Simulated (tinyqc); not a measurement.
What each parameter does: two-band k.p model of the X valleys of a zinc-blende crystal.

k along the valley axis, counted from X, c = hbar^2/2m0, e = c k^2/ml. H = [[e - D/2, i P k], [-i P k, e + D/2]] with P^2 = D0 c/ml, so E = e -/+ sqrt(D^2/4 + D0 e). For D = 0 (diamond lattice) the bands cross at X.

With x = D/D0: for x < 1 the minima lie at k_m = sqrt(ml D0 (1 - x^2)/(4 c)), the hump at X has the height dE = (D0/4)(1 - x)^2 and the mass at the minimum is ml/(1 - x^2); the mass at X is ml/(1 - 1/x), negative for x < 1. For x > 1 the minimum is at X.

Thermal masses along the axis for one X point, lower band, E from the minimum, on 1601 points from -0.8 to 0.8 1/angstrom: density-of-states mass m_d = c I^2/(pi kT), I = integral of exp(-E/kT) dk; conductivity mass m_c = 2 c kT/<(dE/dk)^2> with central differences.

Constants: hbar^2/2m0 = 3.80998211 eV angstrom^2; kB = 8.617333262e-05 eV/K.

Inputs chosen for the exercise (of the order of those of AlAs; the results hold for these values, not for the real material):

| symbol | value | unit | meaning |
|---|---|---|---|
| D | 0.325 | eV | splitting of the two conduction levels at X |
| D0 | 0.156 | eV | coupling energy |
| ml | 0.578 | m0 | mass along the axis from remote bands |
| T | 50 | K | temperature |

Shape of the lower band and thermal masses.

Results for these values:

| case | k_m (1/angstrom) | dE (meV) | m_d (m0) | m_c (m0) |
|---|---|---|---|---|
| base | 0.0000 | 0.000 | 1.095 | 1.079 |

What happens to each result for D = 0.3348 eV, all else kept?

Answer: k_m does not change at the printed digits; dE does not change at the printed digits; m_d falls from 1.095 to 1.068; m_c falls from 1.079 to 1.054.

The same for each parameter in turn:

| case | k_m (1/angstrom) | dE (meV) | m_d (m0) | m_c (m0) |
|---|---|---|---|---|
| base | 0.0000 | 0.000 | 1.095 | 1.079 |
| D = 0.3348 eV | 0.0000 | 0.000 | 1.068 | 1.054 |
| D0 = 0.1607 eV | 0.0000 | 0.000 | 1.124 | 1.106 |
| ml = 0.5607 m0 | 0.0000 | 0.000 | 1.062 | 1.046 |
| T = 48.5 K | 0.0000 | 0.000 | 1.095 | 1.080 |

(tinyqc, `OMP_NUM_THREADS=1 python tinyqc.py 1850534 1850535 out.jsonl`, Intel(R) Xeon(R) Processor @ 2.30GHz, 1 thread, shared host, about 0.01 s.)
